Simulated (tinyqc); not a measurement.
# Tunnelling through a gate dielectric, WKB transmission and Tsu-Esaki current: effect of the thickness t1 at fixed voltage

Electrons leave the emitter at x = 0. Energies E (motion across the layers) are in eV from the emitter Fermi level; the collector Fermi level lies at -V and offers states at every E. No charge in the dielectric and no image force: F1 = V/t1, U = phi1 - F1 x. With C = hbar^2/(2 m0), kappa = sqrt(m (U - E)/C) where U > E and 0 elsewhere; T(E) = exp(-S), S = 2 times the integral of kappa over x.

Each layer adds (2/F) sqrt(m/C) [G(u at its left edge) - G(u at its right edge)] to S, with u = U - E (0 where negative) and G(u) = (2/3) u^1.5. J = J0 times the integral of T(E) N(E) dE, N = ln[(1 + exp(-E/Vt))/(1 + exp((-E - V)/Vt))], J0 = q^2 me m0 kB T/(2 pi^2 hbar^3) (times 1e-4 for A/cm^2 per eV), from E = -Ef to far above the barrier (T = 1 there), by quadrature converged to the digits shown. The share over the barrier is that of energies above the highest band edge; 0 means below 1e-6 %.

Values chosen for this exercise; dielectric values close to those of silicon nitride:
- T = 400 K (temperature)
- Ef = 0.1 eV (Fermi energy of the emitter above its band bottom)
- me = 1 m0 (emitter mass in the supply function)
- phi1 = 2.18 eV (barrier of layer 1 above the emitter Fermi level at zero bias)
- m1 = 0.51 m0 (tunnelling mass of layer 1)
- V = 1.4 V (voltage across the dielectric)

Constants: q = 1.602176634e-19 C, kB = 1.380649e-23 J/K, hbar = 1.054571817e-34 J s, m0 = 9.1093837015e-31 kg, Vt = kB T/q, hbar^2/(2 m0) = 0.0380998212 eV nm^2. Results are converted to the units shown.

Results:
```
t1 (nm)  S at E = 0   T(E = 0)  J (A/cm^2)  mean E of the current (eV)  share over the barrier (%)
2             17.63   2.204e-8       1.927                    -0.03168                           0
2.49          21.95  2.933e-10     0.02456                    -0.02663                           0
2.97          26.18  4.263e-12    3.450e-4                    -0.02099                           0
3.46          30.50  5.673e-14    4.475e-6                    -0.01433                           0
3.94          34.73  8.245e-16    6.412e-8                   -0.006614                           0
4.43          39.05  1.097e-17   8.524e-10                    0.003062                           0
5.4           47.60  2.122e-21   1.768e-13                     0.05064                     3.71e-6
```

Estimate the missing row, t1 = 4.91 nm.

Computed row:
```
t1 (nm)  S at E = 0   T(E = 0)  J (A/cm^2)  mean E of the current (eV)  share over the barrier (%)
4.91          43.28  1.595e-19   1.259e-11                     0.01634                           0
```

With this row back in the table: J falls from 1.93 to 1.77e-13 A/cm^2: 3.87 decades a nanometre between the first two rows and 3.78 between the last two. The exponent S alone gives dS/dt/ln 10 = 3.83 and 3.83.

tinyqc, about 0.03 s, one thread, Intel Xeon 2.30GHz (shared host): `OMP_NUM_THREADS=1 python tinyqc.py 2540040 2540041 out.jsonl`
